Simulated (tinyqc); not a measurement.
# Worked calculation: lossy interposer transmission line with skin effect

Computed by the program tinyqc: `OMP_NUM_THREADS=1 python tinyqc.py 2810109 2810110 out.jsonl`, one thread of a shared Intel Xeon 2.30GHz, about 0.01 s for the whole run. Printed values are rounded.

A uniform line in a homogeneous dielectric: c = sqrt(er)/(c0 Z0), l = Z0 sqrt(er)/c0 (c0 = 299792458 m/s), g = w c td, w = 2 pi f. The resistance joins its limits as r = sqrt(r_dc^2 + r_hf^2), with r_dc = rho/(wd th), r_hf = kr rho/(2 delta (wd + th)), delta = sqrt(rho/(pi f mu0)), mu0 = 4 pi 1e-7 H/m; this is an interpolation, and internal inductance, up to 0.05 nH/mm at low frequency, is neglected.

Parameters, values chosen for the exercise:

| symbol | value | unit | meaning |
|---|---|---|---|
| wd | 2.7 | um | width of the strip |
| th | 2.1 | um | thickness of the strip |
| rho | 1.8 | uohm cm | resistivity |
| er | 3.9 |  | relative permittivity |
| td | 0.01 |  | loss tangent |
| Z0 | 50 | ohm | lossless impedance sqrt(l/c) |
| kr | 1.2 |  | factor for crowding and the return path |
| len | 14 | mm | length |
| Rg | 50 | ohm | source resistance |
| RL | 100 | ohm | load resistance |
| CL | 20 | fF | load capacitance |
| f | 5.3 | GHz | frequency |

## Line constants

delta, r_dc, r_hf, r, l, c and g as defined.

delta = 0.927510 um
r_dc = 3.17460 ohm/mm
r_hf = 2.42585 ohm/mm
r = 3.99535 ohm/mm
l = 0.329368 nH/mm
c = 131.747 pF/m
g = 0.0438730 S/m

r is 1.26 times r_dc; the skin depth is 0.442 of the thickness.

## Propagation constant and impedance

gamma = sqrt((r + i w l)(g + i w c)) = alpha + i beta, Zc = sqrt((r + i w l)/(g + i w c)), roots with positive real part; loss 8.685889638 alpha in dB; phase velocity w/beta.

gamma len = 0.56618+3.11736i
Zc = 50.8400-8.7094i ohm
loss = 0.351269 dB/mm
phase velocity over c0 = 0.498857
r/(w l) = 0.364265

r is below w l; the low-loss estimate 8.686 (r/(2 Z0) + g Z0/2) gives 0.357 dB/mm.

## Reflection, input impedance and transfer

ZL = 1/(1/RL + i w CL); reflection (ZL - Zc)/(ZL + Zc); Zin = Zc (ZL + Zc tanh(gamma len))/(Zc + ZL tanh(gamma len)); H = V_load/V_source = [Zin/(Zin + Rg)]/[cosh(gamma len) + (Zc/ZL) sinh(gamma len)].

ZL = 99.5584-6.6308i ohm
reflection at the load = 0.319198+0.046378i
Zin = 62.7667-8.1692i ohm
H = -0.380569+0.006013i
|H| = -8.39025 dB
